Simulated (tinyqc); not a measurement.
Vibrations of a mass or spring defect in a linear chain. From one set of inputs to another, one input at a time. Computed by tinyqc, a small Python program. Command: `OMP_NUM_THREADS=1 python tinyqc.py 3001808 3001809 out.jsonl localmode ladder`. One thread of a shared host (Intel(R) Xeon(R) Processor @ 2.30GHz), about 0.03 s of CPU time with the checks.

A ring of N atoms with nearest-neighbour springs k and motion along the chain. Atom 1 is the defect, of mass M', and its two springs are k'. Odd sites are A (the defect replaces an A atom), even sites B.

The inputs printed are set A. Inputs not listed in the table keep their values of set A, so the rows need not describe a real material.

Inputs (values chosen for the exercise, for a model chain):
```
quantity                         value           unit
spring constant k                 5.96  eV/angstrom^2
mass M_A                          89.2              u
mass M_B                          34.6              u
defect mass M'                    34.7              u
spring ratio k'/k at the defect   0.97              -
```

Host: diatomic.

Constants: nu for 1 eV/(angstrom^2 u) = 15.6333042 THz.

Method:
- Host bands: lambda from 0 to 2k/M(heavy) and from 2k/M(light) to 2k (1/M_A + 1/M_B).
- nu = 15.6333042 THz x sqrt(lambda), lambda in eV/(angstrom^2 u).
- D_ii = (sum of the two springs at i)/M_i, D_ij = -k_ij/sqrt(M_i M_j) for neighbours, closed into a ring.
- The same matrix for 120 atoms; amplitudes are the mass-weighted eigenvector, in size, relative to the defect, for the highest mode; its weight is the squared component of the normalised eigenvector on the defect.

Each row keeps all changes above it; columns: (1) input moved; (2) from; (3) to; (4) highest frequency, long ring (THz); (5) weight of the highest mode on the defect; (6) ratio to the top of the host band:
```
(1)                                 (2)   (3)    (4)        (5)    (6)
set A                                 -     -  11.98  4.414e-01  1.108
mass M_B (u)                       34.6  63.9  10.54  6.563e-01  1.191
mass M_A (u)                       89.2  27.6  12.29  1.780e-05  1.000
spring ratio k'/k at the defect    0.97     1  12.29  2.600e-05  1.000
spring constant k (eV/angstrom^2)  5.96  8.53  14.71  2.600e-05  1.000
defect mass M' (u)                 34.7     7  25.11  9.410e-01  1.707
```

Where does the difference come from?

Highest frequency, long ring goes from 12.0 to 25.1, a factor 2.10 in all. The largest single move comes from defect mass M' (a factor 1.71), and mass M_B works against it (a factor 0.879). Weight of the highest mode on the defect goes from 0.441 to 0.941, a factor 2.13 in all. The largest single move comes from mass M_A (a factor 2.71e-5), but it runs against the net change; the largest move in the direction of the net change is defect mass M' (a factor 36200). Ratio to the top of the host band goes from 1.11 to 1.71, a factor 1.54 in all. The largest single move comes from defect mass M' (a factor 1.71), and mass M_A works against it (a factor 0.840). The single moves hold for this order of the switches; the total does not depend on the order.

Extremes, crossings and ranges named in words are read from the listed rows.
